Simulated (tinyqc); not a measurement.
Tight binding, dimerised chain, step by step. Computed by tinyqc, a small Python program that keeps every step. Settings: t1 = 2.17, t2 = 0.81, delta = 0, points = 8, cells = 5. Command: `OMP_NUM_THREADS=1 python tinyqc.py 25524 25525 out.jsonl` (the two numbers bound the seeds that draw the settings). One thread of a shared host (Intel(R) Xeon(R) Processor @ 2.60GHz), about 0.01 s of CPU time with the checks.

## Bloch Hamiltonian at k

Parameters chosen for this model:
```
parameter     value                      unit
t1         2.170000       eV, inside the cell
t2         0.810000         eV, between cells
delta             0  eV, +/- on the two sites
```

k point k (2 pi / a): 0.3300

H_AA = +delta, H_BB = -delta, H_AB = -t1 - t2 exp(-i k a).

H(k) at k (eV):
```
                 A                B
A           0.0000  -1.7798+0.7098i
B  -1.7798-0.7098i           0.0000
```

## Levels at k

Diagonalise the Hermitian matrix.

eigenvalues (eV): -1.9161  1.9161

weights |c|^2 of the basis functions:
```
   band 1  band 2
A  0.5000  0.5000
B  0.5000  0.5000
```

## Bloch Hamiltonian at X

k point X (2 pi / a): 0.5000

As before.

H(k) at X (eV):
```
         A        B
A   0.0000  -1.3600
B  -1.3600   0.0000
```

## Levels at X

As before.

eigenvalues (eV): -1.3600  1.3600

weights |c|^2 of the basis functions:
```
   band 1  band 2
A  0.5000  0.5000
B  0.5000  0.5000
```

## Bands along a path

The same steps at evenly spaced points between the labelled ones.

Bands along the path (eV):
```
k          band 1  band 2
G         -2.9800  2.9800
G-X 0.33  -2.6688  2.6688
G-X 0.67  -1.8993  1.8993
X         -1.3600  1.3600
```

With 1 band(s) filled, the highest filled level on these points lies at X and the lowest empty one at X: a gap of 2.7200 eV, direct.

## Berry (Zak) phase of the lower band

On 8 points k_j = j/N: phase = -Im ln of the product of <u_j|u_(j+1)>, closed with u_N = u_0 (the cell-periodic part is taken without the site positions). Single arguments depend on the phases chosen for the u_j; only their sum modulo 2 pi does not.

Overlaps:
```
j  |<u_j|u_j+1>|  argument (rad)
0         0.9947          0.1029
1         0.9971          0.0757
2         1.0000         -0.0065
3         0.9852         -0.1722
4         0.9852         -0.1722
5         1.0000         -0.0065
6         0.9971          0.0757
7         0.9947          0.1029
```

phase / pi, folded into (-1, 1] = 0.0000

## Open chain of 5 cells

H of the open chain (eV), lower triangle:
```
          1        2        3        4        5        6        7        8
1    0.0000
2   -2.1700   0.0000
3    0.0000  -0.8100   0.0000
4    0.0000   0.0000  -2.1700   0.0000
5    0.0000   0.0000   0.0000  -0.8100   0.0000
6    0.0000   0.0000   0.0000   0.0000  -2.1700   0.0000
7    0.0000   0.0000   0.0000   0.0000   0.0000  -0.8100   0.0000
8    0.0000   0.0000   0.0000   0.0000   0.0000   0.0000  -2.1700   0.0000
9    0.0000   0.0000   0.0000   0.0000   0.0000   0.0000   0.0000  -0.8100
10   0.0000   0.0000   0.0000   0.0000   0.0000   0.0000   0.0000   0.0000

          9      10
9    0.0000
10  -2.1700  0.0000
```

The same hoppings without the wrap-around bond.

levels (eV): -2.8923  -2.6422  -2.2697  -1.8497  -1.4997  1.4997  1.8497  2.2697  2.6422  2.8923

weights of the highest filled level on the sites: 0.0701  0.0335  0.1373  0.1053  0.1537  0.1537  0.1053  0.1373  0.0335  0.0701

The bulk gap runs from -1.3600 to 1.3600 eV; no level of this chain lies inside it.
